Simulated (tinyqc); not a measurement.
Inside a calculation. Model: order-disorder in a binary alloy on two sublattices: Bragg-Williams and pair (quasi-chemical) approximations. Computed by tinyqc, a small Python program that keeps every step. Command: `OMP_NUM_THREADS=1 python tinyqc.py 3006687 3006688 out.jsonl order walk`. One thread of a shared host (Intel(R) Xeon(R) Processor @ 2.30GHz), about 0.01 s of CPU time with the checks. Intermediate numbers are printed to about 5 digits and carried at full precision; extremes and crossings named in words are read from the listed rows.

All z = 8 neighbours of a site lie on the other sublattice. B fills the sublattices with x + eta/2 and x - eta/2; energies are per site, from the pure components: u = -z w y with y the probability of an A-B bond taken in one order.

Inputs (values chosen for the exercise, for a model alloy): ordering energy w = (e_AA + e_BB)/2 - e_AB = 8.28 meV; fraction x of B = 0.4; temperature T = 296 K.

Lattice: bcc (B2 order, z = 8). Method: Newton steps.

scattering factors f_A, f_B (electrons): 20  72

Constants: k_B = 8.617333262e-05 eV/K.

## Critical temperatures

Bragg-Williams: k_B T_c = 2 z w x (1 - x). Pair approximation at x = 1/2: k_B T_c = w/ln(z/(z - 2)).

T_c, Bragg-Williams = 368.97 K

T_c, pair approximation at x = 1/2 = 334.00 K

At x = 1/2 the pair value is 0.869 of the Bragg-Williams one; the ratio tends to 1 as z grows.

## Long-range order, Bragg-Williams

Bragg-Williams: u = -z w [x (1 - x) + eta^2/4]; minimising f gives ln[a (1 - b)/(b (1 - a))] = 2 z w eta/(k_B T) =: ln Q, a = x + eta/2, b = x - eta/2. For given Q this is a quadratic for eta, (Q - 1) eta^2/4 - (Q + 1) eta/2 + (Q - 1) x (1 - x) = 0, smaller root: the map eta -> phi(eta). Newton steps on phi(eta) - eta, with the slope by central differences of 1e-6; start at 0.999 times 2x; stop when |phi - eta| < 1e-10.

Iteration:
```
step      eta  phi(eta)    phi - eta
1     0.79920   0.70792  -9.1285e-02
2     0.65456   0.64138  -1.3177e-02
3     0.62484   0.62422  -6.2271e-04
4     0.62329   0.62328  -1.7201e-06
5     0.62328   0.62328  -1.3278e-11
```

order parameter eta = 0.62328

last residual = 1.3278e-11

Converged: eta is 77.9 % of its largest value 2x. Caution: T is near or above the T_c of the better pair approximation, so the true long-range order is lower than Bragg-Williams gives.

## Energy, entropy and site fractions

a = x + eta/2, b = x - eta/2; u = -z w [x (1 - x) + eta^2/4]; s/k_B = [s2(a) + s2(b)]/2, s2(c) = -c ln c - (1 - c) ln(1 - c); gain on ordering = f(eta) - f(0), f = u - T s. Superlattice over fundamental intensity = [eta (f_B - f_A)/2]^2/[(1 - x) f_A + x f_B]^2.

B fraction on its own sublattice = 0.71164

B fraction on the A sublattice = 0.088359

energy u = -22.331 meV/site

entropy s = 0.44970 k_B/site

gain on ordering = -0.73716 meV/site

intensity ratio = 0.15776

A on the B sublattice: 0.2884, of which 0.2000 is forced by composition.

## Short-range order at the Bragg-Williams T_c

Quasi-chemical disordered state, with T here the Bragg-Williams T_c and not the input T: y^2/[(1 - x - y)(x - y)] = exp(2 w/(k_B T)) =: E, so y = 2 x (1 - x)/(1 + r), r = sqrt(1 - 4 x (1 - x)(1 - 1/E)); Warren-Cowley alpha = 1 - y/(x (1 - x)); u = -z w y.

bond probability y = 0.26948

alpha of the disordered state at the Bragg-Williams T_c = -0.12284

energy of the disordered state = -17.850 meV/site

Short-range order already holds 18 % of the full ordering energy z w x^2, counted from the random alloy at -z w x (1 - x); Bragg-Williams puts none there.

## Both approximations at x = 1/2

At x = 1/2 the alloy is an Ising model with K = w/(2 k_B T). Bragg-Williams: eta = tanh(z K eta), neighbour correlation -eta^2. Pair: h = (z - 1) artanh(tanh K tanh h), eta = tanh(z h/(z - 1)), correlation -(tanh K + tanh^2 h)/(1 + tanh K tanh^2 h). T is given in units of the Bragg-Williams T_c at x = 1/2, z w/(2 k_B).

Order and neighbour correlation:
```
T/T_c   T (K)  eta, Bragg-Williams  correlation, Bragg-Williams  eta, pair  correlation, pair
0.30   115.30              0.99741                     -0.99483    0.99734           -0.99472
0.45   172.95              0.97398                     -0.94863    0.97096           -0.94434
0.55   211.39              0.93553                     -0.87521    0.92253           -0.85847
0.65   249.82              0.87207                     -0.76050    0.83171           -0.71522
0.75   288.26              0.77552                     -0.60143    0.66642           -0.50270
0.85   326.69              0.62950                     -0.39627    0.28927           -0.20895
0.95   365.12              0.37949                     -0.14401    0.00000           -0.13082
1.10   422.78              0.00000                      0.00000    0.00000           -0.11315
1.50   576.51              0.00000                      0.00000    0.00000           -0.08314
```

The pair approximation loses long-range order between T/T_c = 0.85 and 0.95, at 334 K, and keeps a correlation of -0.083 in the last row. At its own T_c the correlation is -1/(z - 1) = -0.143, so the fewer the neighbours, the more of the ordering energy is released above T_c.

Checks made by the program: eta against bracketed root finding (relative difference below 1e-10).
